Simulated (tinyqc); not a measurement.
Band gaps under pressure and temperature from deformation potentials: one step. How much of dE/dT is thermal expansion. Two cases, with inputs chosen for the exercise.

Question. At 300 K: dE/dT = -aV T (T + 2 bV)/(T + bV)^2; expansion alone gives 3 aT a; the rest is electron-phonon coupling.

Case 1.

Values chosen (near those of GaAs, the X and L potentials typical of such crystals; shifted at random, so the results belong to these values and not to a real crystal): aG = -8.48 eV (volume potential of the Gamma gap); aX = 1.75 eV (volume potential of the X gap); aL = -3.22 eV (volume potential of the L gap); aV = (0.543, 0.466, 0.606) meV/K (Varshni alpha of Gamma, X, L); bV = (198, 212, 198) K (Varshni beta of Gamma, X, L); aT = 5.8 1e-6/K (linear thermal expansion near 300 K).

Case 2.

Values chosen (near those of GaSb, the X and L potentials typical of such crystals; shifted at random, so the results belong to these values and not to a real crystal): aG = -8.3 eV (volume potential of the Gamma gap); aX = 2.06 eV (volume potential of the X gap); aL = -2.62 eV (volume potential of the L gap); aV = (0.402, 0.458, 0.626) meV/K (Varshni alpha of Gamma, X, L); bV = (131, 90, 151) K (Varshni beta of Gamma, X, L); aT = 6.4 1e-6/K (linear thermal expansion near 300 K).

Give: dE/dT; from expansion; remainder.

Answer.

Case 1.

dE/dT (meV/K): Gamma -0.4572, X -0.3861, L -0.5102

from expansion (meV/K): Gamma -0.1476, X 0.0305, L -0.0560

remainder (meV/K): Gamma -0.3096, X -0.4166, L -0.4542

Expansion supplies 32 % of the slope at Gamma and 11 % at L; at X it works against the fall.

Case 2.

dE/dT (meV/K): Gamma -0.3649, X -0.4336, L -0.5558

from expansion (meV/K): Gamma -0.1594, X 0.0396, L -0.0503

remainder (meV/K): Gamma -0.2055, X -0.4732, L -0.5055

Expansion supplies 44 % of the slope at Gamma and 9 % at L; at X it works against the fall.

Computed by tinyqc, one run a case: `OMP_NUM_THREADS=1 python tinyqc.py N N+1 out.jsonl` with N = 1080583, 1080629; one thread of a shared Intel(R) Xeon(R) Processor @ 2.30GHz, about 0.01 s a run at most.
